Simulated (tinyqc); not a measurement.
Long-channel MOSFET, surface-potential model: two steps of the calculation.

n-channel transistor on a uniformly doped p-type body, gradual-channel approximation, constant mobility, Boltzmann statistics, full ionisation. Potentials are counted from the neutral body; V is the electron quasi-Fermi potential, Vsb at the source and Vsb + Vds at the drain. Charges are magnitudes per area.

Values chosen for this exercise; material values those of a made-up semiconductor:
- T = 273 K (temperature)
- Eg = 0.911 eV (band gap)
- eps_r = 9.46 (relative permittivity of the semiconductor)
- Nc = 2.64e19 cm^-3 (conduction-band density of states at T)
- Nv = 2.51e19 cm^-3 (valence-band density of states at T)
- Na = 3.8e17 cm^-3 (acceptor density of the body)
- eox = 8.73 (relative permittivity of the gate insulator)
- tox = 65 nm (insulator thickness)
- Vfb = -0.68 V (flat-band voltage)
- mu = 130 cm^2/(V s) (channel mobility)
- W = 2 um (gate width)
- L = 5 um (gate length)
- Vsb = 1 V (source-body reverse bias)
- Vds = 0.05 V (drain-source voltage)

Constants: q = 1.602176634e-19 C, kB = 1.380649e-23 J/K, Vt = kB T/q, eps0 = 8.8541878128e-14 F/cm where lengths are in cm. Results are converted to the units shown.

Question 1. Body potential, insulator capacitance and body factor. ni = sqrt(Nc Nv) exp(-Eg/(2 Vt)), Eg in volts; phiF = Vt ln(Na/ni); Cox = eps0 eox/tox; gamma = sqrt(2 q eps0 eps_r Na)/Cox. VT = Vfb + 2 phiF + gamma sqrt(2 phiF + Vsb), m = 1 + gamma/(2 sqrt(2 phiF + Vsb)).

Give: ni; phiF; Cox; gamma; VT; m.

Answer 1.

ni = 1.004e11 cm^-3
phiF = 0.3563 V
Cox = 0.1189 uF/cm^2
gamma = 2.686 V^0.5
VT = 3.547 V
m = 2.026

Question 2. Pao-Sah current by Simpson's rule. I = mu (W/L) integral of Qi dV; Simpson's rule on the 7 points, step Vds/6, weights 1, 4, 2, ..., 4, 1 times step/3.

Qi, Pao-Sah, point 0 to 6 (nC/cm^2): [88.437036, 86.554367, 84.676249, 82.802756, 80.933963, 79.069954, 77.210817]

Give: Pao-Sah current.

Answer 2.

Pao-Sah current = 0.2153 uA

Gauss-Legendre quadrature on many points gives 0.2153 uA, so this value is within 0.01 % of it; the charge-sheet current, 0.2139 uA, is 0.63 % below it.

tinyqc, about 0.05 s, one thread, Intel Xeon 2.30GHz (shared host): `OMP_NUM_THREADS=1 python tinyqc.py 2360093 2360094 out.jsonl`
